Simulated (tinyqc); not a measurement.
Threshold-voltage variability of a planar MOSFET, analytic estimates: one step of the calculation.

Three independent sources add in quadrature: random dopants in the depleted layer, metal-gate grains of two orientations, and roughness of the two gate edges acting through the roll-off VT = VT(long) - Vr exp(-L/l). These are first-order estimates: no three-dimensional electrostatics, no percolation.

Question. Random dopants. ni = sqrt(Nc Nv) exp(-Eg/(2 Vt)), Eg in volts; Cox = 3.9 eps0/ti; Wd = sqrt(4 eps0 eps_r Vt ln(Na/ni)/(q Na)); dopants: s1 = (q/Cox) sqrt(Na Wd/(3 L W)). The slope A1 = s1 sqrt(L W); mean number of dopants Na L W Wd.

Parameters, values chosen for the exercise; material values close to those of silicon: temperature T = 300 K; band gap Eg = 1.12 eV; relative permittivity of the semiconductor eps_r = 11.7; conduction-band density of states at T Nc = 2.8e19 cm^-3; valence-band density of states at T Nv = 2.61e19 cm^-3; channel doping Na = 2.3e18 cm^-3; oxide-equivalent thickness in inversion ti = 1.3 nm; gate length L = 16 nm; gate width W = 65 nm.

Constants: q = 1.602176634e-19 C, kB = 1.380649e-23 J/K, Vt = kB T/q, eps0 = 8.8541878128e-14 F/cm where lengths are in cm. Results are converted to the units shown.

Give: Cox; Wd; mean number of dopants; A1; s1.

Answer.

Cox = 2.6563 uF/cm^2
Wd = 23.624 nm
mean number of dopants = 56.508
A1 = 0.81174 mV um
s1 = 25.171 mV

Counting alone, 1/sqrt(N) of the depletion voltage q Na Wd/Cox = 328 mV, would give sqrt(3) times more: dopants deep in the layer act less on the surface.

Computed by the program tinyqc: `OMP_NUM_THREADS=1 python tinyqc.py 2090173 2090174 out.jsonl`, one thread of a shared Intel Xeon 2.30GHz, about 0.01 s for the whole run.
